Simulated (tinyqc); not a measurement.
All-pass ring resonator: one step of the calculation.

A ring of length L = 2 pi Rr coupled to one bus waveguide: round-trip amplitude a = 10^(-al L/20), self-coupling t = sqrt(1 - k2). At detuning d from the resonance the round-trip phase is p = 2 pi d/FSR and the transmission T = (a^2 - 2 a t cos p + t^2)/(1 - 2 a t cos p + a^2 t^2). Lossless coupler, linear absorption only.

Problem. Thermal shift of the resonance. T is the transmission at d = dl - s, p = 2 pi d/FSR; out = (lam dT/ng) Rt fa (1 - T) Pin; s(new) = out.

Inputs (values chosen for the exercise); values close to those of silicon waveguides:

| symbol | value | unit | meaning |
|---|---|---|---|
| lam | 1310 | nm | cold resonance wavelength |
| ng | 4.21 |  | group index |
| dT | 0.0002 | 1/K | thermo-optic change of the effective index |
| Rt | 3.6 | K/mW | thermal resistance |
| fa | 0.54 |  | share of the loss that heats the ring |
| Pin | 0.043 | mW | input power |
| dl | -21 | pm | laser detuning from the cold resonance |

s at the start = 0 pm
a = 0.99458935
t = 0.99297533
FSR = 8.6500649 nm

Find: d; T; out; s after iteration 1.

Solution.

d = -21.000 pm
T = 0.60601
out = 2.0496 pm
s after iteration 1 = 2.0496 pm

Computed by the program tinyqc: `OMP_NUM_THREADS=1 python tinyqc.py 2650102 2650103 out.jsonl`, one thread of a shared Intel Xeon 2.30GHz, about 0.01 s for the whole run.
